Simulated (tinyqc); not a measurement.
From results back to parameters: Fermi-Dirac statistics of conduction electrons. Two cases, with inputs chosen for the exercise.

Problem. At zero temperature k_F = (3 pi^2 n)^(1/3) and E_F (1 + alpha E_F) = c k_F^2/m, c = hbar^2/2m0, m the density-of-states mass. The Fermi energies at two densities were computed from hidden m and alpha.

Constants: hbar^2/2m0 = 3.80998211 eV angstrom^2.

Find: k_F at nA and nB; m; alpha.

Method. c k^2 (1/m) - E^2 alpha = E is linear in 1/m and alpha; two densities give two equations.

Case 1.

Values chosen (out of a larger set: near those of Ge, lowest valleys alone; not measured data): nA = 3e+20 1/cm^3; nB = 8e+20 1/cm^3.

E_F at nA = 0.245202 eV
E_F at nB = 0.426468 eV

Solution.

k_F at nA and nB (1/angstrom): 0.20710  0.28719

m = 0.571 m0
alpha = 0.68 1/eV

Case 2.

Values chosen (out of a larger set: near those of GaAs, lowest valleys alone; not measured data): nA = 7e+18 1/cm^3; nB = 2e+19 1/cm^3.

E_F at nA = 0.179746 eV
E_F at nB = 0.333683 eV

Solution.

k_F at nA and nB (1/angstrom): 0.05918  0.08398

m = 0.0669 m0
alpha = 0.61 1/eV

Computed by tinyqc, one run a case: `OMP_NUM_THREADS=1 python tinyqc.py N N+1 out.jsonl` with N = 1681225, 1681273; one thread of a shared Intel(R) Xeon(R) Processor @ 2.30GHz, about 0.02 s a run at most.
